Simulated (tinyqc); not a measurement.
Biaxial strain splits the top of the valence band: sp3s* tight binding, strained.

sp3s* tight binding, nearest neighbours only: anion (a) at 0, cation (c) at a/4 (1,1,1), orbitals s, px, py, pz, s* on each; k in units of 2 pi/a. With phases e_j = exp(i (pi/2) k.n_j) for n = (1,1,1), (1,-1,-1), (-1,1,-1), (-1,-1,1): g0 = (e1+e2+e3+e4)/4, g1 = (e1+e2-e3-e4)/4, g2 = (e1-e2+e3-e4)/4, g3 = (e1-e2-e3+e4)/4. The diagonal holds the levels Esa, Epa, Exa (s*) and Esc, Epc, Exc. Anion-cation block: <sa|sc> = Vss g0; <sa|xc> = Vsapc g1; <xa|sc> = -Vscpa g1; <xa|xc> = Vxx g0; <xa|yc> = <ya|xc> = Vxy g3, <xa|zc> = <za|xc> = Vxy g2, <ya|zc> = <za|yc> = Vxy g1; <s*a|xc> = Vxapc g1; <xa|s*c> = -Vpaxc g1; y and z take g2 and g3 in place of g1; s-s* and s*-s* vanish.

Strain e moves each bond vector to d = (1 + e) d0 (no internal displacement for the diagonal strains used here) and k is given in fractions of the strained reciprocal cell, so the phases stay. Two-centre values Vss_sigma = Vss/4, Vsp_sigma = sqrt3 V/4 for each s-p and s*-p pair, Vpp_sigma = (Vxx + 2 Vxy)/4, Vpp_pi = (Vxx - Vxy)/4 are scaled by (d0/d)^eta and combined with the new direction cosines; the levels on the diagonal stay.

Inputs chosen for the exercise (near a published set for Ge, fitted to gaps, whose masses and valley positions are rough; the results hold for these values, not for the real material): Esa = -5.961 eV (s level of the anion); Epa = 1.595 eV (p level of the anion); Esc = -5.961 eV (s level of the cation); Epc = 1.595 eV (p level of the cation); Exa = 6.295 eV (s* level of the anion); Exc = 6.295 eV (s* level of the cation); Vss = -6.781 eV (s-s); Vxx = 1.631 eV (px-px); Vxy = 4.919 eV (px-py); Vsapc = 5.486 eV (s anion, p cation); Vscpa = 5.486 eV (s cation, p anion); Vxapc = 5.189 eV (s* anion, p cation); Vpaxc = 5.189 eV (p anion, s* cation); eta = 3 (scaling exponent); D001 = 0.73 (ratio -ezz/exx).

No spin-orbit coupling; k = 0; exx = eyy = e, ezz = -D001 e. The four bonds keep equal lengths, and the sums over them give Vxx(e) for px and py and Vzz(e) for pz; each level is the lower root of [[Epa, V], [V, Epc]], and the s level the upper root of the s block. The shear potential b follows from E(x,y) - E(z) = 3 b (exx - ezz), taken as the slope between e = -0.005 and 0.005.

Couplings and levels at Gamma (eV):

| e | ezz | Vxx(e) | Vzz(e) | E(x,y) | E(z) | E(x,y) - E(z) (meV) | upper s level |
|---|---|---|---|---|---|---|---|
| -0.020 | 0.0146 | 1.5545 | 1.9084 | 0.0405 | -0.3134 | 354.0 | 0.9924 |
| -0.010 | 0.0073 | 1.5939 | 1.7674 | 0.0011 | -0.1724 | 173.6 | 0.9062 |
| -0.005 | 0.0037 | 1.6127 | 1.6987 | -0.0177 | -0.1037 | 85.9 | 0.8631 |
| 0.005 | -0.0037 | 1.6487 | 1.5645 | -0.0537 | 0.0305 | -84.3 | 0.7770 |
| 0.010 | -0.0073 | 1.6659 | 1.4991 | -0.0709 | 0.0959 | -166.8 | 0.7339 |
| 0.020 | -0.0146 | 1.6986 | 1.3716 | -0.1036 | 0.2234 | -327.0 | 0.6480 |

b = -3.279 eV

Under tension in the plane (e > 0) the bonds tilt towards the plane, Vxx grows to 1.6659 and Vzz falls to 1.4991 eV at e = 0.01, and the pz state forms the top of the valence band, by 166.8 meV; under compression (e = -0.01) the px, py pair does, by 173.6 meV. The slope gives b = -3.28 eV, a rough value, since on-site strain terms are left out (measured values lie near -2 eV).

Run: tinyqc, `OMP_NUM_THREADS=1 python tinyqc.py 1452611 1452612 out.jsonl`; Intel(R) Xeon(R) Processor @ 2.30GHz, one thread, shared host; about 0.08 s of CPU time with all checks.
